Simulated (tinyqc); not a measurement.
Signal and retention of a DRAM cell: effect of the cell capacitance.

A stored one starts at Vd and leaks: Cs dV/dt = -I(V), I = a sqrt((V + Vb)/(Vd + Vb)) + b, with a = Ig exp[-(Eg1 q/kB)(1/T - 1/T0)] (generation in a depletion layer) and b = Is exp[-(Es q/kB)(1/T - 1/T0)]. The bit line is precharged to Vd/2, and charge sharing gives the signal (V - Vd/2) Cs/(Cs + Cb).

The cell fails below Vc = Vd/2 + dm (Cs + Cb)/Cs. With s = sqrt((Vc + Vb)/(Vd + Vb)), the time from Vd to Vc is t = [2 Cs (Vd + Vb)/a] [1 - s - (b/a) ln((a + b)/(a s + b))]. This time is the median of a log-normal spread: failing cells = Nc erfc(z/sqrt 2)/2, z = ln(t/tr)/sg.

Inputs (values chosen for the exercise):
```
symbol,value,unit,meaning
Vd,1.4,V,array voltage
Cb,35,fF,bit-line capacitance
dm,56,mV,smallest signal that the sense amplifier resolves
Vb,1.33,V,built-in plus back-bias voltage of the storage junction
Ig,1.8,fA,junction leakage at V = Vd and T0
Is,1.6,fA,voltage-independent leakage at T0
Es,0.4,eV,activation energy of Is
T0,358,K,reference temperature
T,378,K,temperature
sg,0.58,,deviation of ln(retention time) over the cells
Nc,1.07e9,,cells
tr,64,ms,refresh interval
Eg1,0.57,eV,activation energy of Ig
```

Constants: q = 1.602176634e-19 C, kB = 1.380649e-23 J/K. Results are converted to the units shown.

Result of one run:
```
Cs (fF)	Vc (V)	retention time (s)	failing cells
16	0.8785	1.080	588.7
```

What becomes of these results when the cell capacitance Cs is changed from 16 to 12 fF, all else the same?

Result of the changed run:
```
Cs (fF)	Vc (V)	retention time (s)	failing cells
12	0.9193	0.7450	1.240e4
```

The whole series:
```
Cs (fF)	Vc (V)	retention time (s)	failing cells
4	1.246	0.07804	3.918e8
8	1.001	0.4102	7.272e5
12	0.9193	0.7450	1.240e4
16	0.8785	1.080	588.7
20	0.8540	1.416	49.92
24	0.8377	1.752	6.179
28	0.8260	2.088	1.001
32	0.8173	2.424	0.1983
```

The retention time rises from 0.0780 to 2.42 s, as Cs^(2.39) between the first two rows and Cs^(1.12) between the last two: faster than Cs, because the margin Vd - Vc grows too. It vanishes at Cs = 3.04 fF, where even a fresh one gives only dm.

Range of the model: Real arrays also hold a tail of unusually leaky cells and cells whose retention varies in time, which this model lacks.

tinyqc, about 0.01 s, one thread, Intel Xeon 2.30GHz (shared host): `OMP_NUM_THREADS=1 python tinyqc.py 2130072 2130073 out.jsonl`
